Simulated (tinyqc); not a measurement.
Changing the film thickness t: Debye-Callaway model of lattice thermal conductivity. Computed by tinyqc, a small Python program. Command: `OMP_NUM_THREADS=1 python tinyqc.py 3020737 3020738 out.jsonl callaway sweep`. One thread of a shared host (Intel(R) Xeon(R) Processor @ 2.30GHz), about 0.04 s of CPU time with the checks.

Three acoustic branches with one velocity v, cut at omega_D = k_B Theta/hbar; x = hbar omega/(k_B T). v and Theta are separate inputs: Theta cuts off the heat-carrying modes, so C need not reach 3 k_B/V. gamma is an effective value that sets the umklapp rate. Heat flows along the film.

Inputs (values chosen for the exercise, modelled on sodium chloride):
```
quantity,value,unit
sound velocity v,2890,m/s
Debye temperature Theta,302,K
volume per atom V,22.4,angstrom^3
mean atomic mass M,29.2,u
effective Grueneisen parameter gamma,2.93,-
umklapp exponent divisor b,3,-
alloy fraction f,0.41,-
mass difference Delta M,9.11,u
specularity p,0.2,-
temperature T,300,K
```

Sample: film. Point defects: alloy. Normal processes: left out.

Constants: k_B = 1.380649e-23 J/K; hbar = 1.054571817e-34 J s; u = 1.6605390666e-27 kg.

Method:
- For a random alloy on all sites Gamma = f (1 - f) (Delta M/M)^2, with M the mean mass; strain-field scattering is left out. A = V Gamma/(4 pi v^3).
- Rates: point defects A omega^4; umklapp B omega^2 T exp(-Theta/(b T)) with B = hbar gamma^2/(M v^2 Theta). Film: the bulk time tau of each mode, from the resistive rates above, is multiplied by the Fuchs-Sondheimer factor F = (3/2) int_0^1 (1 - u^2) [1 - (1 - p) (u/d) (1 - E)/(1 - p E)] du, with E = exp(-d/u), d = t/(v tau), by 48 Gauss-Legendre points in z with u = z^4; the boundary rate is defined as 1/(F tau) - 1/tau.
- kappa_1 = c int tau_C g dx, g = x^4 e^x/(e^x - 1)^2, c = (k_B/(2 pi^2 v)) (k_B T/hbar)^3, over 0 < x < min(Theta/T, 40), by 96 Gauss-Legendre points in s with x = x_max s^2; tau_C = tau_R, the inverse of the summed rates, and kappa = kappa_1.
- Heat capacity C = 3 c int g dx / v^2; grey free path 3 kappa/(C v); the median free path v tau_C halves kappa_1 when the quadrature points are ordered by free path (each counted at half its weight, interpolated in the logarithm); likewise at 10 % and 90 %.

One run for each value:
```
film thickness t (micrometre),kappa (W/(m K)),grey free path (nm),median free path (nm)
0.015,3.0008,1.8286,3.2539
0.095,3.6134,2.2019,4.8540
0.24,3.7959,2.3131,5.4654
0.6,3.9177,2.3874,5.9194
1.5,3.9982,2.4364,6.2396
3.8,4.0511,2.4687,6.4627
9.5,4.0846,2.4891,6.6078
24,4.1062,2.5022,6.7032
60,4.1197,2.5105,6.7638
```

Give the missing row, film thickness t (micrometre) = 0.038.

Computed row:
```
film thickness t (micrometre)  kappa (W/(m K))  grey free path (nm)  median free path (nm)
0.038                                   3.3557               2.0449                 4.1066
```

Interpolating between the two neighbouring rows (the first column on a logarithmic scale, the others too where they are positive) misses most in median free path (nm), by 3.1 %. Over the rows, kappa (W/(m K)) rises from 3.00 to 4.12 (exponent d ln y / d ln x 0.12 between the first rows and 0.0036 between the last); grey free path (nm) rises from 1.83 to 2.51 (exponent d ln y / d ln x 0.12 between the first rows and 0.0036 between the last); median free path (nm) rises from 3.25 to 6.76 (exponent d ln y / d ln x 0.25 between the first rows and 0.0098 between the last). At the high end the exponent of kappa is 0.00, close to 0: the sample is bulk-like.
